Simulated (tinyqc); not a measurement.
Comparisons within one model: band gaps under pressure and temperature from deformation potentials. A value that a table varies takes the place of the one given here.

Murnaghan: V/V0 = (1 + Bp P/B0)^(-1/Bp), B0 = (C11 + 2 C12)/3. Each gap moves by a ln(V/V0) with its volume potential a, and falls with temperature by aV T^2/(T + bV) (Varshni); the two effects are added. No change of phase is considered.

Constants: hc = 1239.841984 eV nm.

Inputs chosen for the exercise (near those of GaSb, the X and L potentials typical of such crystals; shifted at random, so the results belong to these values and not to a real crystal): Eg = 0.827 eV (gap at Gamma to the s-like level at 0 K, 0 GPa); EgX = 1.141 eV (gap to X at 0 K, 0 GPa); EgL = 0.863 eV (gap to L at 0 K, 0 GPa); C11 = 87.4 GPa; C12 = 40 GPa; Bp = 4.59 (pressure derivative of the bulk modulus); aG = -8.41 eV (volume potential of the Gamma gap); aX = 1.21 eV (volume potential of the X gap); aL = -3.59 eV (volume potential of the L gap); aV = (0.425, 0.454, 0.623) meV/K (Varshni alpha of Gamma, X, L); bV = (141, 88, 151) K (Varshni beta of Gamma, X, L); T = 77 K (temperature); P = 0.8 GPa (pressure).

## Gaps against pressure

The last column is the linear form E0 + c1 P for Gamma, c1 = -aG/B0.

Gaps (eV):

| P (GPa) | ln(V/V0) | Gamma | X | L | lowest | Gamma, linear |
|---|---|---|---|---|---|---|
| 0.00 | 0.0000 | 0.815 | 1.125 | 0.847 | Gamma | 0.815 |
| 1.00 | -0.0172 | 0.960 | 1.104 | 0.909 | L | 0.966 |
| 2.00 | -0.0332 | 1.095 | 1.085 | 0.966 | L | 1.117 |
| 3.00 | -0.0481 | 1.220 | 1.067 | 1.019 | L | 1.268 |
| 4.00 | -0.0620 | 1.337 | 1.050 | 1.069 | X | 1.418 |
| 5.00 | -0.0751 | 1.447 | 1.034 | 1.116 | X | 1.569 |
| 6.00 | -0.0874 | 1.550 | 1.019 | 1.161 | X | 1.720 |
| 7.00 | -0.0991 | 1.649 | 1.005 | 1.202 | X | 1.870 |
| 8.00 | -0.1102 | 1.742 | 0.991 | 1.242 | X | 2.021 |

How do the results move?

Over 8 GPa Gamma moves by +0.926, L by +0.395 and X by -0.133 eV. The lowest valley changes: Gamma to L between 0.00 and 1.00 GPa, L to X between 3.00 and 4.00 GPa, and the fundamental gap peaks at 1.050 eV on these points. The linear form overshoots by 279 meV at the end, because the crystal stiffens; the gap is linear in ln V, not in P. Rows above about 7 GPa lie beyond the phase change of the real crystal.

## Gaps against temperature

At the pressure P; wavelength hc/E of the lowest gap.

Gaps (eV):

| T (K) | Gamma | X | L | lowest | wavelength (nm) |
|---|---|---|---|---|---|
| 0 | 0.9438 | 1.1242 | 0.9128 | L | 1358.2 |
| 50 | 0.9382 | 1.1160 | 0.9051 | L | 1369.8 |
| 100 | 0.9261 | 1.1001 | 0.8880 | L | 1396.2 |
| 200 | 0.8939 | 1.0611 | 0.8418 | L | 1472.8 |
| 300 | 0.8570 | 1.0189 | 0.7885 | L | 1572.4 |
| 400 | 0.8181 | 0.9753 | 0.7319 | L | 1693.9 |
| 500 | 0.7780 | 0.9312 | 0.6736 | L | 1840.6 |
| 600 | 0.7373 | 0.8866 | 0.6142 | L | 2018.6 |

What does this show?

From 0 to 100 K the Gamma gap falls by 17.6 meV, from 500 to 600 K by 40.7 meV: quadratic below bV, linear with a slope tending to aV = 0.425 meV/K above. L stays lowest. A pressure of 0.58 GPa, with the slope -aG/B0 at zero pressure, would undo the fall of the Gamma gap from 0 to 300 K.

## What each parameter does

Gaps at P and T. Each row changes one parameter from the base and keeps the others.

Results:

| case | Gamma (eV) | X (eV) | L (eV) |
|---|---|---|---|
| base | 0.9322 | 1.1079 | 0.8966 |
| T = 127 K | 0.9182 | 1.0901 | 0.8767 |
| C11 = 78.66 GPa | 0.9384 | 1.1070 | 0.8993 |
| C12 = 36 GPa | 0.9379 | 1.1071 | 0.8991 |
| Bp = 4.131 | 0.9326 | 1.1078 | 0.8968 |
| aG = -7.569 eV | 0.9205 | 1.1079 | 0.8966 |
| aX = 1.089 eV | 0.9322 | 1.1096 | 0.8966 |
| aL = -3.949 eV | 0.9322 | 1.1079 | 0.9016 |
| P = 0.88 GPa | 0.9435 | 1.1063 | 0.9015 |

What does this show?

The largest shifts from the base row, up to three for each result and ties (the steps differ in size, so this ranks the rows, not the parameters). Gamma (eV): T -0.0140, aG -0.0117, P +0.0113; unchanged at the printed digits by aX and aL. X (eV): T -0.0177, aX +0.0017, P -0.0016; unchanged at the printed digits by aG and aL. L (eV): T -0.0199, aL +0.0050, P +0.0048; unchanged at the printed digits by aG and aX.

Program tinyqc; command `OMP_NUM_THREADS=1 python tinyqc.py 1050875 1050876 out.jsonl`; about 0.01 s on one thread of a shared Intel(R) Xeon(R) Processor @ 2.30GHz.
